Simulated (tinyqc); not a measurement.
Dielectric confinement in a thin film (image charges), step by step. Values are carried at full precision from step to step, so a last printed digit may differ when a step is redone from the rounded ones.

A film |z| < t/2 of dielectric constant eps between half-spaces of dielectric constant e2; lam = (eps - e2)/(eps + e2), q = e^2/(4 pi eps0). The self-energy of a band edge is taken with the high-frequency value, e2 = eh, and the field of a fixed ion with the static one, e2 = eo. A charge at z has images lam^|n| at n t + (-1)^n z. Its self-energy is S(z) = (q/2 eps) sum over n >= 1 of lam^n [1/(n t - 2z) + 1/(n t + 2z)] for odd n and 2 lam^n/(n t) for even n; at the centre S(0) = -(q/(eps t)) ln(1 - lam).

Constants: e^2/(4 pi eps0) = 14.39964547 eV angstrom; hbar^2/2m0 = 3.80998211 eV angstrom^2; Ry = 13.60569312 eV.

Values chosen for the exercise (near those of a Ge film between layers of HfO2; shifted at random, so the results belong to these values and not to a real crystal):
- t = 70 angstrom (film thickness)
- eps = 15.6 (dielectric constant of the film)
- eh = 4.1 (high-frequency dielectric constant outside)
- mz = 0.116 m0 (mass across the film)
- eo = 21.8 (static dielectric constant outside)
- m = 0.154 m0 (mass in the plane)

## Images for a charge at the centre

Give lam, the first five terms (q/eps) lam^n/(n t), their sum and the closed form.

lam = 0.5838

terms (meV): 7.70  2.25  0.87  0.38  0.18

sum of five = 11.38 meV
S(0) = 11.56 meV

The surroundings screen less than the film, so the images repel and each band edge moves outwards: the gap changes by about 2 S = +23 meV. The static value 21.8 would give S(0) = -2.0 meV.

## Self-energy across the film

S at 2z/t = 0, 0.2, 0.4, 0.6, 0.8 and 0.9, summed to n = 399.

Self-energy:

| 2z/t | z (angstrom) | S (meV) |
|---|---|---|
| 0.0 | 0.0 | 11.56 |
| 0.2 | 7.0 | 11.88 |
| 0.4 | 14.0 | 13.04 |
| 0.6 | 21.0 | 15.93 |
| 0.8 | 28.0 | 25.31 |
| 0.9 | 31.5 | 44.47 |

Towards the wall S diverges as (q lam/4 eps)/(distance), an artefact of the abrupt interface that the vanishing envelope makes harmless.

## Shift of the subband edge

First order: <S> over the envelope (2/t) cos^2(pi z/t), beside the confinement energy c (pi/t)^2/mz, c = hbar^2/2m0.

<S> = 13.26 meV
confinement energy = 66.16 meV

|<S>| is 0.20 times the confinement energy; the first goes as 1/t and the second as 1/t^2, so they are equal at t = 349 angstrom.

## Binding of a donor

Donor at the centre, lam from the static eo, trial function cos(pi z/t) exp(-rho/l): E(l) = c/(m l^2) - (q/eps) times the integral over k of F(k t) (1 + (k l/2)^2)^(-3/2), with F(x) = F0 + 2 lam exp(-x) G/(1 - lam exp(-x)), F0 = 2[(1 - exp(-x/2))/x + x (1 + exp(-x/2))/(x^2 + 4 pi^2)], G = 2 sinh(x/2)[1/x - x/(x^2 + 4 pi^2)]; c = hbar^2/2m0. The binding energy is -E at the minimum, counted from the subband edge with its self-energy.

Minimise over l with and without images (lam = 0); Ry* = Ry m/eps^2.

Donor:

| case | l (angstrom) | binding (meV) | in Ry* |
|---|---|---|---|
| no images | 46.4 | 18.1 | 2.10 |
| with images | 47.9 | 14.7 | 1.71 |

Ry* = 8.61 meV

The images change the binding by -3.4 meV, against -2 (q/(eps t)) ln(1 - lam) = -4.0 meV for an orbit much smaller than t. At 300 K the binding is 0.6 kB T.

## Checks

- S(0) from the series against the closed form, meV: both 11.56.
- F(2.3) for lam = 0.5838 from a direct sum over images against the closed form: both 0.8650.

tinyqc: `OMP_NUM_THREADS=1 python tinyqc.py 1282357 1282358 out.jsonl`; about 0.07 s, one thread, shared Intel(R) Xeon(R) Processor @ 2.30GHz.
